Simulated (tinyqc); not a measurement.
Insulator thickness and V0 from two charges.

Question. In an undoped wire Vg - V0 = Q/Cox + Vt ln(Q/Q0) + Vt ln(1 + Q/Q0) at the source, with Q0 = 4 eps0 eps_r Vt/R and Cox = eps0 eox/(R ln(1 + tox/R)). Find Cox, tox and V0.

Values chosen for this exercise; material values those of a made-up semiconductor: temperature T = 300 K; relative permittivity of the semiconductor eps_r = 10.7; relative permittivity of the gate insulator eox = 3.88; wire radius R = 20 nm.

Constants: q = 1.602176634e-19 C, kB = 1.380649e-23 J/K, Vt = kB T/q, eps0 = 8.8541878128e-14 F/cm where lengths are in cm. Results are converted to the units shown.

Qs at Vg = 0.74 and 1.14 V (nC/cm^2): 513.29919  1530.4918

Solution. The two equations are linear in 1/Cox and V0; tox follows by inverting the logarithm.

Cox = 2.95 uF/cm^2
tox = 1.20 nm
V0 = 0.442 V

tinyqc, about 0.02 s, one thread, Intel Xeon 2.30GHz (shared host): `OMP_NUM_THREADS=1 python tinyqc.py 2460069 2460070 out.jsonl`
